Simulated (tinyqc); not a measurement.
Shallow acceptor in the spherical four-band model: one step. Units and couplings. Two cases, with inputs chosen for the exercise.

Question. Give Ry*, a*, mu, delta and the spherical masses 1/(g1 (1 -/+ mu)).

Units Ry* = Ry/(g1 eps^2) and a* = a0 eps g1; mu = (6 g3 + 4 g2)/(5 g1) is the spherical heavy-light coupling and delta = (g3 - g2)/g1 the cubic term, which is left out.

Constants: Ry = 13.60569312 eV; a0 (Bohr radius) = 0.5291772105 angstrom.

Give: Ry*; a*; mu; delta; heavy and light mass.

Case 1.

Values chosen (near those of a shallow acceptor in Si, where the small spin-orbit splitting and strong warping make this model rough; shifted at random, so the results belong to these values and not to a real crystal): g1 = 4.29 (Luttinger gamma1); g2 = 0.34 (gamma2); g3 = 1.45 (gamma3); eps = 11.7 (dielectric constant).

Answer.

Ry* = 23.168 meV
a* = 26.56 angstrom
mu = 0.4690
delta = 0.2587

heavy and light mass (m0): [0.4390, 0.1587]

A hydrogen model with the heavy mass would bind by Ry*/(1 - mu) = 43.6 meV and with the light mass by 15.8 meV. delta/mu = 0.55: the cubic term is not small, so the spherical result is a first estimate.

Case 2.

Values chosen (near those of a shallow acceptor in Ge; shifted at random, so the results belong to these values and not to a real crystal): g1 = 13.43 (Luttinger gamma1); g2 = 4.25 (gamma2); g3 = 5.77 (gamma3); eps = 16.5 (dielectric constant).

Answer.

Ry* = 3.721 meV
a* = 117.26 angstrom
mu = 0.7687
delta = 0.1132

heavy and light mass (m0): [0.3220, 0.0421]

A hydrogen model with the heavy mass would bind by Ry*/(1 - mu) = 16.1 meV and with the light mass by 2.1 meV. delta/mu = 0.15: the cubic term is a modest correction.

Computed by tinyqc, one run a case: `OMP_NUM_THREADS=1 python tinyqc.py N N+1 out.jsonl` with N = 1251757, 1252282; one thread of a shared Intel(R) Xeon(R) Processor @ 2.30GHz, about 0.07 s a run at most.
